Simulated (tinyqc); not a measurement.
Inside a calculation. Model: Tersoff bond-order potential. Computed by tinyqc, a small Python program that keeps every step. Command: `OMP_NUM_THREADS=1 python tinyqc.py 3028719 3028720 out.jsonl tersoff walk`. One thread of a shared host (Intel(R) Xeon(R) Processor @ 2.30GHz), about 0.01 s of CPU time with the checks. Intermediate numbers are printed to about 5 digits and carried at full precision; extremes and crossings named in words are read from the listed rows.

E = (1/2) sum_(i, j != i) [A exp(-lambda r_ij) - b_ij B exp(-mu r_ij)], b_ij = (1 + (beta zeta_ij)^n)^(-1/(2n)), zeta_ij = sum_(k != i, j) g(theta_ijk), g = 1 + c^2/d^2 - c^2/(d^2 + (h - cos theta)^2), with theta at atom i. Only nearest neighbours count (cut-off function 1 for them, 0 beyond).

Inputs (values chosen for the exercise, modelled on silicon):
```
quantity                  value        unit
A                        1857.7          eV
B                        469.97          eV
lambda                   2.4799  1/angstrom
mu                       1.7322  1/angstrom
beta                   1.11e-06           -
n                        0.7991           -
c                         99530           -
d                         16.34           -
h                       -0.6221           -
bond length r_12           2.44    angstrom
bond length r_13           2.36    angstrom
angle theta at atom 1       129     degrees
```

Constants: 1 eV/angstrom^3 = 160.2176634 GPa.

## An open trimer

Atom 1 binds atoms 2 and 3, which do not interact. b_12 = b_13 follow from zeta = g(theta); b_21 = b_31 = 1. E = sum over the two bonds of A exp(-lambda r) - (b + 1)/2 B exp(-mu r).

g(theta) = 8.2447

bond order b_12 = 0.99994

repulsive terms (eV): 4.3760  5.3363

attractive terms B exp(-mu r) (eV): 6.8627  7.8828

energy of the trimer = -5.0327 eV

g is least (g = 1) at cos theta = h, 128.5 degrees, wider than the tetrahedral 109.47.

## The diamond lattice

zeta = 3 g(cos theta = -1/3). With z equal bonds of order b, r = ln(lambda A/(mu b B))/(lambda - mu) and E per atom = -(z/2) b B exp(-mu r)(1 - mu/lambda). a0 = 4 r/sqrt3; B0 = phi''(r)/(3 a0) with phi'' = mu (lambda - mu) b B exp(-mu r), since b does not change under uniform scaling.

zeta = 34755

bond order b = 0.95621

bond length = 2.3780 angstrom

energy per atom of the diamond lattice = -4.4057 eV

lattice constant a0 = 5.4918 angstrom

bulk modulus B0 = 92.022 GPa

## Elastic constants of the diamond lattice

Second derivatives of the energy per atom, volume V = a0^3/8: e_xx gives C11; e_xx = -e_yy gives 2 (C11 - C12); e_xy = e_yx = s/2 with a sublattice shift u_z gives C44 = (E_ss - E_su^2/E_uu)/V and Kleinman's parameter |E_su/E_uu|/(a0/4).

C11 = 128.96 GPa

C12 = 73.552 GPa

C44 = 60.160 GPa

Kleinman's parameter = 0.70862

## Unrelaxed vacancy

Each of the four neighbours loses one bond; its three other bonds now have zeta = 2 g, for the direction that starts at it. E_v = -E + 12 x (1/2)(b(3g) - b(2g)) B exp(-mu r), where -E is the pair-like cost.

b(2g) = 0.96783

unrelaxed vacancy energy E_v = 3.8731 eV

Stronger back bonds return 0.533 eV, so E_v is 88 % of the cohesive energy.

## Energy against coordination

Angles seen from one bond (cos theta: count): chain -1: 1; graphitic -1/2: 2; diamond -1/3: 3; square net 0: 2, -1: 1; simple cubic 0: 4, -1: 1; bcc 1/3: 3, -1/3: 3, -1: 1; fcc 1/2: 4, 0: 2, -1/2: 4, -1: 1.

Relaxed structures:
```
structure      z        zeta       b  r (angstrom)  E per atom (eV)  E per bond (eV)
dimer          1           0  1.0000        2.3181          -1.2778          -2.5555
chain          2  1.9836e+04  0.9714        2.3569          -2.3214          -2.3214
graphitic      3  4.1452e+03  0.9916        2.3294          -3.7276          -2.4851
diamond        4  3.4755e+04  0.9562        2.3780          -4.4057          -2.2028
square net     4  1.2724e+05  0.8879        2.4771          -3.4455          -1.7227
simple cubic   6  2.3465e+05  0.8322        2.5638          -4.1683          -1.3894
bcc            8  4.3386e+05  0.7578        2.6890          -4.0745          -1.0186
fcc           12  8.3213e+05  0.6609        2.8720          -3.8820          -0.6470
```

The lowest are diamond, simple cubic and bcc, the first two 0.237 eV apart. The bond order falls from 1 to 0.661 and the bond weakens from -2.56 to -0.65 eV, as b^(lambda/(lambda - mu)) with exponent 3.32. With the same z = 4 the square net lies 0.96 eV above diamond, from its angles alone. Caution: in bcc and other dense structures second neighbours can fall inside the usual cut-off; they are left out here.

Checks made by the program: (C11 + 2 C12)/3 against B0 (relative difference 2e-08).
